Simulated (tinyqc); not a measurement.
# Resistance of a source-drain extension with a graded tip: two studies

y runs along the channel, the gate covers y > 0. The doping is N0 for y < y0 and N0 10^(-(y - y0)/la) beyond, uniform over the depth xj. Sheet conductance s(y) = q mu(N) max(N - Nch, 0) xj + (for y > 0) ma Cox Vo, with mu(N) = u0 + (u1 - u0)/(1 + (N/Nr)^au) and Cox = eps0 eox/tox. Current is taken as one-dimensional; depletion of the tip, spreading and the contact are left out. The metallurgical junction lies at yj, where N = Nch.

Parameters, values chosen for the exercise; mobility law close to that of holes in silicon: relative permittivity of the gate insulator (close to silicon dioxide) eox = 3.9; insulator thickness tox = 2.1 nm; active doping of the extension far from the gate N0 = 6.4e19 cm^-3; lateral abruptness la = 2.3 nm/decade; position under the gate where the fall begins (gate edge at 0) y0 = 2.5 nm; depth of the extension xj = 20 nm; channel doping Nch = 3.4e18 cm^-3; spacer length Ls = 24 nm; gate overdrive Vo = 0.33 V; mobility of the gate-induced layer ma = 92 cm^2/(V s); mobility at low doping u1 = 470.5 cm^2/(V s); mobility at high doping u0 = 44.9 cm^2/(V s); reference doping Nr = 2.23e17 cm^-3; exponent au = 0.719; gate length Lg = 40 nm.

Constants: q = 1.602176634e-19 C, eps0 = 8.8541878128e-14 F/cm where lengths are in cm. Results are converted to the units shown.

Each table varies one quantity; the others keep the values above.

## Abruptness at a fixed junction position

R_spacer = integral of dy/s from -Ls to 0, R_ov from 0 to yj, R_channel = (Lg - 2 yj)/(ma Cox Vo), R_total = 2 R_spacer + 2 R_ov + R_channel. Electrical length L_eff = ma Cox dR_total/d(1/Vo); R_series = R_total - L_eff/(ma Cox Vo). y0 is moved with la so that yj stays at 5.4318 nm.

The same in every row: yj (nm) = 5.432; R_channel (ohm um) = 583.6.

Abruptness at a fixed junction position:

| la (nm/decade) | R_spacer (ohm um) | R_ov (ohm um) | R_total (ohm um) | L_eff (nm) | R_series (ohm um) |
|---|---|---|---|---|---|
| 1 | 23.74 | 10.50 | 652.1 | 29.45 | 62.24 |
| 2.3 | 23.74 | 17.50 | 666.1 | 29.82 | 68.72 |
| 3.6 | 23.74 | 24.49 | 680.1 | 30.20 | 75.21 |
| 4.9 | 23.91 | 31.34 | 694.1 | 30.57 | 81.77 |
| 6.1 | 25.09 | 36.77 | 707.3 | 30.90 | 88.33 |
| 7.4 | 27.47 | 41.76 | 722.1 | 31.24 | 96.25 |
| 8.7 | 30.85 | 46.03 | 737.4 | 31.56 | 105.1 |
| 10 | 35.06 | 49.73 | 753.2 | 31.87 | 114.9 |

What does the comparison show, and why?

As la goes from 1 to 10 nm/decade, R_total rises from 652 to 753 ohm um, R_spacer rises from 23.7 to 35.1 ohm um and R_ov rises from 10.5 to 49.7 ohm um. R_total changes on average by 11.2 ohm um for each nm/decade. L_eff exceeds the metallurgical length by 0.312 nm in the first row and 2.73 nm in the last, since the gate also controls the lightly doped tips.

## Effect of the active doping of the extension far from the gate

Same model as above.

Effect of the active doping of the extension far from the gate:

| N0 (cm^-3) | yj (nm) | R_spacer (ohm um) | R_ov (ohm um) | R_channel (ohm um) | R_total (ohm um) | L_eff (nm) | R_series (ohm um) |
|---|---|---|---|---|---|---|---|
| 2e19 | 4.270 | 73.90 | 19.88 | 630.2 | 817.7 | 32.21 | 172.6 |
| 3.1e19 | 4.708 | 47.77 | 18.70 | 612.6 | 745.6 | 31.29 | 118.7 |
| 4.7e19 | 5.123 | 31.93 | 17.92 | 596.0 | 695.7 | 30.45 | 85.83 |
| 7.2e19 | 5.549 | 21.21 | 17.36 | 578.9 | 656.1 | 29.59 | 63.41 |
| 1.1e20 | 5.973 | 14.12 | 16.97 | 562.0 | 624.1 | 28.74 | 48.53 |
| 1.7e20 | 6.408 | 9.275 | 16.69 | 544.5 | 596.5 | 27.86 | 38.32 |
| 2.6e20 | 6.832 | 6.140 | 16.51 | 527.5 | 572.8 | 27.01 | 31.70 |
| 4e20 | 7.262 | 4.032 | 16.38 | 510.3 | 551.1 | 26.15 | 27.24 |

As N0 goes from 2e19 to 4e20, R_total falls from 818 to 551 ohm um, L_eff falls from 32.2 to 26.2 nm and R_series falls from 173 to 27.2 ohm um.

Computed by the program tinyqc: `OMP_NUM_THREADS=1 python tinyqc.py 2282092 2282093 out.jsonl`, one thread of a shared Intel Xeon 2.30GHz, about 0.05 s for the whole run.
